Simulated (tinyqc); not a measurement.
Doping and barrier from two capacitances.

Problem. A Schottky diode on a uniformly doped n-type layer obeys (A/C)^2 = 2 (Vbi - V - Vt)/(q eps0 eps_r Nd) in reverse bias, with phiB = Vbi + Vt ln(Nc/Nd) and image force ignored. Find Nd, Vbi and phiB.

Parameters, values chosen for the exercise; band and dielectric values close to those of In0.53Ga0.47As:
- T = 300 K (temperature)
- eps_r = 14.1 (relative permittivity)
- Nc = 2.07e17 cm^-3 (conduction-band density of states at T)
- A = 0.00012 cm^2 (diode area)

Constants: q = 1.602176634e-19 C, kB = 1.380649e-23 J/K, Vt = kB T/q, eps0 = 8.8541878128e-14 F/cm where lengths are in cm. Results are converted to the units shown.

C at V = -0.3 and -5.7 V (pF): 7.0244695  2.1939882

Solution. The slope of (A/C)^2 against -V gives Nd, the intercept Vbi - Vt, and the Fermi-level depth Vt ln(Nc/Nd) is added for the barrier.

Nd = 2.000e16 cm^-3
Vbi = 0.3096 V
phiB = 0.3700 eV

tinyqc, about 0.04 s, one thread, Intel Xeon 2.30GHz (shared host): `OMP_NUM_THREADS=1 python tinyqc.py 2020069 2020070 out.jsonl`
